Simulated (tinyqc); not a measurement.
Worked calculation: lattice vibrations of a chain. One step of it, computed by the program tinyqc.

Question. Dynamical matrix at q = 0.05. q is in units of 2 pi/a. A spring k from atom i to atom j, n cells on, adds k to Phi_ii and Phi_jj, -k exp(2 pi i q n) to Phi_ij and the conjugate to Phi_ji (for one atom a cell: 2k (1 - cos 2 pi q n)); D_ij = Phi_ij / sqrt(m_i m_j).

A chain moving along its axis:
```
atom   mass (u)  spring to the next atom (eV/angstrom^2)
1     40.000000                                19.100000
2     79.600000                                24.200000
3     45.000000                                24.500000
4     33.600000                                12.900000
```

Give: D(q).

Answer.

D(q) (eV/(angstrom^2 u)), lower triangle (Hermitian):
```
               1       2       3      4
1          0.800
2         -0.338   0.544
3          0.000  -0.404   1.082
4  -0.335-0.109i   0.000  -0.630  1.113
```
